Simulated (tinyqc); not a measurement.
Inside a calculation. Model: two-dimensional dopant profile at a mask edge: lateral junction, overlap and effective channel length. Computed by tinyqc, a small Python program that keeps every step. Command: `OMP_NUM_THREADS=1 python tinyqc.py 3004327 3004328 out.jsonl lateral walk`. One thread of a shared host (Intel(R) Xeon(R) Processor @ 2.30GHz), about 0.01 s of CPU time with the checks. Intermediate numbers are printed to about 6 digits and carried at full precision; extremes and crossings named in words are read from the listed rows.

Ions enter for y < 0; the mask (spacer, then gate) covers y > 0. x is the depth. The surface reflects dopant during the anneal.

Inputs (values chosen for the exercise, modelled on a source-drain extension in silicon):

| quantity | value | unit |
|---|---|---|
| dose Q | 9.8e+14 | 1/cm^2 |
| projected range R_p | 3.8 | nm |
| vertical straggle | 1.3 | nm |
| lateral straggle | 1.8 | nm |
| anneal budget D t | 3.3e-15 | cm^2 |
| channel doping C_B | 8.9e+17 | 1/cm^3 |
| gate length L_g | 36 | nm |
| offset spacer | 2.6 | nm |
| oxide thickness | 2.3 | nm |

Constants: eps_0 = 8.8541878128e-12 F/m.

## Widths and vertical profile

Widths s_x^2 = (vertical straggle)^2 + 2 D t, s_y^2 = (lateral straggle)^2 + 2 D t. C(x, y) = V(x) (1/2) erfc(y/(sqrt2 s_y)), V(x) = Q/(sqrt(2 pi) s_x) [exp(-(x - R_p)^2/(2 s_x^2)) + exp(-(x + R_p)^2/(2 s_x^2))]; 1 nm = 1e-7 cm. The vertical junction far from the mask solves V(x) = C_B.

s_x = 1.53297 nm

s_y = 1.97484 nm

V at the surface = 2.36228e+20 1/cm^3

V at R_p = 2.55038e+21 1/cm^3

vertical junction x_j = 9.91674 nm

Caution: the peak exceeds usual solubilities, so part of the dose is inactive and diffusion is concentration dependent.

## Lateral junction at the surface

The lateral junction at depth x solves C = C_B: y_j(x) = sqrt2 s_y erfc^-1(2 C_B/V(x)). Overlap under the gate = y_j(0) - spacer; metallurgical channel L_met = L_g - 2 overlap (tails from the two sides are not added). Abruptness at y_j(0) in nm per decade = ln(10) s_y sqrt(pi/2) exp(u^2) erfc(u), u = y_j/(sqrt2 s_y). Overlap capacitance per width = 3.9 eps_0 overlap/t_ox (zero if there is no overlap).

lateral junction y_j(0) = 5.27721 nm

ratio y_j(0)/x_j = 0.532152

overlap = 2.67721 nm

metallurgical channel L_met = 30.6456 nm

lateral abruptness = 1.52579 nm/decade

overlap capacitance = 0.0401947 fF/um

The two overlaps take 15 % of the gate length. Caution: the profile peaks below the surface, where the junction reaches further under the gate than y_j(0); the overlap given is the one at the surface.

## Junction contour

The lateral junction at depth x solves C = C_B: y_j(x) = sqrt2 s_y erfc^-1(2 C_B/V(x)). Depths are 0, 0.15, 0.3, 0.45, 0.6, 0.75, 0.9 and 0.97 of x_j.

Contour:

| x/x_j | x (nm) | V (1/cm^3) | y_j (nm) |
|---|---|---|---|
| 0.00 | 0.00000 | 2.36228e+20 | 5.27721 |
| 0.15 | 1.48751 | 8.24117e+20 | 6.05747 |
| 0.30 | 2.97502 | 2.20670e+21 | 6.61672 |
| 0.45 | 4.46253 | 2.32296e+21 | 6.64475 |
| 0.60 | 5.95004 | 9.53789e+20 | 6.14320 |
| 0.75 | 7.43755 | 1.52737e+20 | 4.98144 |
| 0.90 | 8.92506 | 9.53933e+18 | 2.60821 |
| 0.97 | 9.61923 | 1.89457e+18 | 0.14982 |

The contour reaches furthest, 6.64 nm, at x/x_j = 0.45 among these rows, below the surface, where punch-through would start. It crosses the mask edge where V = 2 C_B.

## What the anneal budget does

x_j solves V(x) = C_B. Budgets are multiples of the given D t (at 0 the mirror term is kept, which overstates V(0) as implanted); those with V(0) not above 2.5 C_B are left out.

Junctions (nm):

| multiple | s_x | s_y | x_j | y_j(0) | y_j/x_j | L_met |
|---|---|---|---|---|---|---|
| 0.0 | 1.30000 | 1.80000 | 9.0406 | 4.1475 | 0.458768 | 32.9049 |
| 0.1 | 1.32514 | 1.81824 | 9.1356 | 4.2859 | 0.469141 | 32.6282 |
| 0.3 | 1.37405 | 1.85418 | 9.3202 | 4.5410 | 0.487219 | 32.1181 |
| 1.0 | 1.53297 | 1.97484 | 9.9167 | 5.2772 | 0.532152 | 30.6456 |
| 2.0 | 1.73494 | 2.13542 | 10.6686 | 6.0897 | 0.570807 | 29.0206 |
| 4.0 | 2.08087 | 2.42487 | 11.9420 | 7.3283 | 0.613660 | 26.5434 |
| 8.0 | 2.64008 | 2.91890 | 13.9682 | 9.1634 | 0.656020 | 22.8732 |
| 16.0 | 3.50000 | 3.71484 | 17.0215 | 11.8400 | 0.695593 | 17.5200 |

The ratio y_j/x_j goes from 0.46 to 0.70: as implanted, x_j includes R_p and y_j only the lateral straggle; after long diffusion both scale roughly with sqrt(D t) as long as V(0) stays far above C_B, and the ratio stays below 1 because the edge starts from half the concentration and an erfc falls faster than the Gaussian. L_met shrinks by 15.4 nm over the rows.

Checks made by the program: lateral profile against the convolution of a step with a Gaussian (relative difference below 1e-10).
